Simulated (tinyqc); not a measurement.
## CMOS latch-up, two-transistor model: effect of the temperature

A parasitic pnp (emitter at Vdd, base shunted by Rw) and npn (emitter at ground, base shunted by Rs) feed each other: the npn collector current flows out of the pnp base node, the pnp collector current into the npn base node. Forward-active transistors with constant gains: Icn = Isn exp(Vn/Vt), Icp = Isp (exp(Vp/Vt) - 1). A current Ii is injected into the npn base node.

Isn, Isp and Von are given at 325 K; the currents scale as T^3 exp(-1.12 V/Vt), Von falls by 1.5 mV/K, gains and resistances are fixed. Node equations: Vp/Rw + Icp/bp = Icn and Vn/Rs + Icn/bn = Icp + Ii. Loop gain G = gn gp/[(1/Rw + gp/bp)(1/Rs + gn/bn)], gn = Icn/Vt, gp = (Icp + Isp)/Vt; the off state ends where G = 1, and Ii there is the trigger current. On state with both base-emitter voltages at Von: npn base current Ib = (Von/Rs + bp Von/Rw)/(bn bp - 1), holding current Ih = (bn + 1) Ib + Von/Rs, holding voltage Vh = Vsat + Von + R2 (Ib + Von/Rs).

Parameters, values chosen for the exercise; values close to those of bulk CMOS:
- bn = 12.7 (current gain of the npn)
- bp = 1.4 (current gain of the pnp)
- Isn = 2.9e-14 A (saturation current of the npn at the reference temperature)
- Isp = 3.5e-13 A (saturation current of the pnp at the reference temperature)
- Rs = 310 ohm (substrate resistance shunting the npn)
- Rw = 860 ohm (well resistance shunting the pnp)
- R2 = 470 ohm (resistance from the pnp collector to the npn base)
- Von = 0.69 V (base-emitter voltage in the on state)
- Vsat = 0.15 V (saturation voltage)
- Vdd = 0.9 V (supply voltage)

Constants: q = 1.602176634e-19 C, kB = 1.380649e-23 J/K, Vt = kB T/q. Results are converted to the units shown.

Effect of the temperature:
```
T (K)	Vn at trigger (V)	trigger current (mA)	Ih (mA)	Vh (V)
233	0.8192	2.699	5.952	2.346
263	0.7701	2.534	5.629	2.227
293	0.7194	2.363	5.305	2.107
323	0.6670	2.187	4.982	1.988
353	0.6131	2.005	4.658	1.869
383	0.5574	1.816	4.335	1.749
413	0.4999	1.620	4.011	1.630
443	0.4406	1.416	3.688	1.511
```

As T goes from 233 to 443 K, the trigger current falls from 2.70 to 1.42 mA, Ih falls from 5.95 to 3.69 mA and Vh falls from 2.35 to 1.51 V. Vh exceeds the supply Vdd = 0.9 V, which then cannot sustain a latched state, in 8 of the 8 rows.

Numbers from tinyqc (`OMP_NUM_THREADS=1 python tinyqc.py 2670121 2670122 out.jsonl`; about 0.06 s on one thread of a shared Intel Xeon 2.30GHz).
